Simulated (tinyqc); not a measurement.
Worked calculation: plane-wave Kohn-Sham cycle with exchange-only LDA in a layered model solid. Computed by tinyqc, a small Python program that keeps every step. Settings: points = 16, plane-wave index or count = 2, electrons = 2, k points = 2, area = 20.0, mixing = 0.8, iteration cap = 60, Kerker q0 = 1.14. Command: `OMP_NUM_THREADS=1 python tinyqc.py 24305 24306 out.jsonl` (the two numbers bound the seeds that draw the settings). One thread of a shared host (Intel(R) Xeon(R) Processor @ 2.60GHz), about 0.02 s of CPU time with the checks. Later iterations appear only in the table of the cycle.

## Iteration 1: potential

A solid whose potential varies along x alone (atomic units):
```
parameter                      value
period a                   13.100000
cross-section of the cell  20.000000
electrons per cell                 2
grid points                       16
plane waves -n..n, n               2
k points                           2
V1 in V1 cos(2 pi x/a)     -0.320000
```

density at the start, on the grid x_j = j a/N (e/bohr^3): 0.00763359  0.00763359  0.00763359  0.00763359  0.00763359  0.00763359  0.00763359  0.00763359  0.00763359  0.00763359  0.00763359  0.00763359  0.00763359  0.00763359  0.00763359  0.00763359

V_H(G) = 4 pi rho(G)/G^2 for G != 0 (uniform background); v_x = -(3 rho/pi)^(1/3); V = V_ext + V_H + v_x; Fourier components f(G_m) = (1/N) sum_j f(x_j) exp(-i G_m x_j).

Potentials on the grid (hartree):
```
x              V_ext       V_H        v_x          V
0.000000   -0.320000  0.000000  -0.193895  -0.513895
0.818750   -0.295641  0.000000  -0.193895  -0.489536
1.637500   -0.226274  0.000000  -0.193895  -0.420169
2.456250   -0.122459  0.000000  -0.193895  -0.316354
3.275000           0  0.000000  -0.193895  -0.193895
4.093750    0.122459  0.000000  -0.193895  -0.071436
4.912500    0.226274  0.000000  -0.193895   0.032379
5.731250    0.295641  0.000000  -0.193895   0.101746
6.550000    0.320000  0.000000  -0.193895   0.126105
7.368750    0.295641  0.000000  -0.193895   0.101746
8.187500    0.226274  0.000000  -0.193895   0.032379
9.006250    0.122459  0.000000  -0.193895  -0.071436
9.825000           0  0.000000  -0.193895  -0.193895
10.643750  -0.122459  0.000000  -0.193895  -0.316354
11.462500  -0.226274  0.000000  -0.193895  -0.420169
12.281250  -0.295641  0.000000  -0.193895  -0.489536
```

V(G_m), m = 0, 1, 2, ... (hartree): -0.193895  -0.160000  0.000000  0.000000  0.000000

## Iteration 1: Hamiltonian at one k

k = 0.250000 2 pi / a

H(m,m') = (k + G_m)^2/2 delta + V(G_m - G_m'), with V(-G) = V(G).

H (hartree), lower triangle:
```
           -2         -1         +0         +1        +2
-2   0.158365
-1  -0.160000  -0.129194
+0   0.000000  -0.160000  -0.186706
+1   0.000000   0.000000  -0.160000  -0.014171
+2   0.000000   0.000000   0.000000  -0.160000  0.388412
```

## Iteration 1: levels at that k

Diagonalise the Hermitian matrix.

eigenvalues (hartree): -0.385094  -0.143107  0.052637  0.242866  0.449403

## Iteration 1: new density

Motion across x is left out: the lowest 1 band(s) hold two electrons at each of the k points (j + 1/2)/nk - 1/2. Residual R = rho(out) - rho(in); rho(new) = rho(in) + 0.8 R, with R(G) scaled by G^2/(G^2 + 1.14^2) (Kerker). rho(out) = 2/(a A nk) sum |psi|^2 with psi = sum c exp(i G x). Harris energy E = band energy - dV sum rho (V_H/2 + v_x) + (3/4) dV sum rho v_x with rho(in), dV = a A/N, band energy = (2/nk) sum of the filled levels.

rho(out) (e/bohr^3): 0.02679668  0.02315483  0.01481908  0.00685802  0.00221507  0.00049131  0.00008759  0.00003020  0.00002854  0.00003020  0.00008759  0.00049131  0.00221507  0.00685802  0.01481908  0.02315483

density after iteration 1 (e/bohr^3): 0.01175788  0.01054834  0.00802381  0.00619490  0.00588344  0.00644647  0.00703022  0.00734464  0.00743589  0.00734464  0.00703022  0.00644647  0.00588344  0.00619490  0.00802381  0.01054834

energy per cell = -0.67323967 hartree

## Iteration 2: potential

As before.

Potentials on the grid (hartree):
```
x              V_ext        V_H        v_x          V
0.000000   -0.320000   0.108357  -0.223924  -0.435567
0.818750   -0.295641   0.091881  -0.215966  -0.419726
1.637500   -0.226274   0.051810  -0.197144  -0.371608
2.456250   -0.122459   0.007912  -0.180857  -0.295404
3.275000           0  -0.024992  -0.177774  -0.202766
4.093750    0.122459  -0.043771  -0.183273  -0.104585
4.912500    0.226274  -0.052538  -0.188646  -0.014910
5.731250    0.295641  -0.056022  -0.191417   0.048202
6.550000    0.320000  -0.056918  -0.192207   0.070876
7.368750    0.295641  -0.056022  -0.191417   0.048202
8.187500    0.226274  -0.052538  -0.188646  -0.014910
9.006250    0.122459  -0.043771  -0.183273  -0.104585
9.825000           0  -0.024992  -0.177774  -0.202766
10.643750  -0.122459   0.007912  -0.180857  -0.295404
11.462500  -0.226274   0.051810  -0.197144  -0.371608
12.281250  -0.295641   0.091881  -0.215966  -0.419726
```

V(G_m), m = 0, 1, 2, ... (hartree): -0.192893  -0.126347  0.005068  -0.000471  0.000176

## Iteration 2: Hamiltonian at one k

k = 0.250000 2 pi / a

As before.

H (hartree), lower triangle:
```
           -2         -1         +0         +1        +2
-2   0.159367
-1  -0.126347  -0.128192
+0   0.005068  -0.126347  -0.185704
+1  -0.000471   0.005068  -0.126347  -0.013168
+2   0.000176  -0.000471   0.005068  -0.126347  0.389415
```

## Iteration 2: levels at that k

As before.

eigenvalues (hartree): -0.329204  -0.127972  0.035255  0.214890  0.428749

## Iteration 2: new density

As before.

rho(out) (e/bohr^3): 0.02504216  0.02199740  0.01484743  0.00761427  0.00293232  0.00085724  0.00021174  0.00006544  0.00004355  0.00006544  0.00021174  0.00085724  0.00293232  0.00761427  0.01484743  0.02199740

density after iteration 2 (e/bohr^3): 0.01410644  0.01241555  0.00875520  0.00580646  0.00490409  0.00545206  0.00630187  0.00686029  0.00703995  0.00686029  0.00630187  0.00545206  0.00490409  0.00580646  0.00875520  0.01241555

energy per cell = -0.57102848 hartree

## Convergence

Stop when sqrt(dV sum R^2) is below 1e-8, dV = a A/N.

Course of the cycle:
```
iteration  E (hartree)  norm of the residual
1          -0.67323967              1.51e-01
2          -0.57102848              1.19e-01
3          -0.50161425              9.45e-02
4          -0.45709066              7.43e-02
5          -0.43038201              5.70e-02
6          -0.41586985              4.20e-02
7          -0.40900669              2.95e-02
8          -0.40623716              2.01e-02
9          -0.40524453              1.35e-02
10         -0.40489789              9.15e-03
11         -0.40477112              6.18e-03
...                ...                   ...
36         -0.40468644              3.48e-07
37         -0.40468644              2.35e-07
38         -0.40468644              1.59e-07
39         -0.40468644              1.08e-07
40         -0.40468644              7.29e-08
41         -0.40468644              4.93e-08
42         -0.40468644              3.34e-08
43         -0.40468644              2.26e-08
44         -0.40468644              1.53e-08
45         -0.40468644              1.03e-08
46         -0.40468644              7.00e-09
```

Converged in 46 iterations. Before convergence this energy mixes input and output and is not variational, so it may rise towards its limit.
